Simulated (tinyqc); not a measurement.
A longer run and its error bar: q-state Potts model on a small periodic square lattice: enumeration, Metropolis, heat-bath and Wolff steps. Computed by tinyqc, a small Python program. Command: `OMP_NUM_THREADS=1 python tinyqc.py 3111493 3111494 out.jsonl potts walk`. One thread of a shared host (Intel(R) Xeon(R) Processor @ 2.30GHz), about 0.09 s of CPU time with the checks.

E = -J x (number of nearest-neighbour bonds with equal states); n x n sites with periodic edges have 2 n^2 bonds. Order parameter m = (q f - 1)/(q - 1), f being the largest share of one state. Sites are numbered row by row from 0. Here q = 4 and n = 3.

Inputs (values chosen for the exercise, for a model of domains or grain orientations): number of states q = 4; edge n = 3; coupling J = 50 meV; temperature T = 736 K; seed = 746019.

Update: heat bath.

Constants: k_B = 8.617333262e-05 eV/K.

Method:
- K = J/(k_B T); the infinite square lattice orders at K_c = ln(1 + sqrt(q)); Wolff bond probability p = 1 - exp(-K).
- All q^(n^2) states are counted by their number b of equal bonds; weights g(b) exp(K b), K = J/(k_B T). Per site: u = -J <b>/n^2, c/k_B = K^2 (<b^2> - <b>^2)/n^2.
- ln Z = ln sum g(b) exp(K b); entropy per site s/k_B = (ln Z - K <b>)/n^2.
- After 400 updates are discarded, b is recorded for 4000 sweeps of n^2 steps of the update named (random numbers not printed, so these rows are one sample). Records are averaged in blocks; the error is the scatter of block means over sqrt(number of blocks), and the last column its square over that for single records.

start states:
```
[[1, 0, 0],
 [3, 3, 3],
 [3, 1, 2]]
```

K = 0.788350

<b> = 10.2551

Blocking:
```
block length    mean b    error  variance ratio
1             10.22625  0.06382          1.0000
4             10.22625  0.09905          2.4085
16            10.22625  0.12052          3.5657
40            10.22625  0.12442          3.8003
100           10.22625  0.14324          5.0369
```

The run gives 10.226 +/- 0.124 (blocks of 40) against the exact 10.255, a difference of 0.2 error bars. Single records understate the error by a factor of about 1.9, because successive records are correlated.

Extremes, crossings and ranges named in words are read from the listed rows.
